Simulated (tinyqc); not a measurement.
One gate, two gates and a surrounding gate.

Below threshold the potential that source and drain add obeys Laplace's equation, vanishes on the gates and decays along the channel as exp(-k y). The same ts (depleted depth over a conducting body, body thickness or wire diameter), ti and permittivities in three geometries; k is the smallest positive root of: one gate, f(k) = eps_r sin(k ti) cos(k ts) + ei cos(k ti) sin(k ts); two gates, f(k) = ei cos(k ti) cos(k ts/2) - eps_r sin(k ti) sin(k ts/2); wire, f(k) = ei J0(u)[J1(u) Y0(v) - Y1(u) J0(v)] - eps_r J1(u)[J0(u) Y0(v) - Y0(u) J0(v)], u = k ts/2, v = u + k ti. Parabolic estimates of l: sqrt((eps_r/ei) ts ti); sqrt((eps_r/(2 ei)) ts ti (1 + ei ts/(4 eps_r ti))); sqrt([2 eps_r ts^2 ln(1 + 2 ti/ts) + ei ts^2]/(16 ei)), in the same order.

Inputs (values chosen for the exercise); permittivities: semiconductor close to that of germanium, insulator close to that of aluminium oxide:
```
symbol,value,unit,meaning
eps_r,16,,relative permittivity of the semiconductor
ei,9.3,,relative permittivity of the insulator
ti,2.2,nm,insulator thickness
ts,10.1,nm,wire diameter
```

Scale lengths (nm):

|  | Lambda = pi/k | l = 1/k | l(parabolic) |
|---|---|---|---|
| one gate over a conducting body | 13.40 | 4.264 | 6.183 |
| two gates | 17.00 | 5.411 | 5.645 |
| wire | 11.07 | 3.525 | 3.783 |

What does the comparison show?

The wire has the shortest scale length, 0.651 times that of the double gate; the single gate over a conducting body has 0.788 times it, its layer ending directly on a conductor where the double gate has a second insulator. The parabolic estimates are 45 % above, 4.3 % above and 7.3 % above the exact l, in the order of the rows.

Computed by the program tinyqc: `OMP_NUM_THREADS=1 python tinyqc.py 2420138 2420139 out.jsonl`, one thread of a shared Intel Xeon 2.30GHz, about 0.01 s for the whole run.
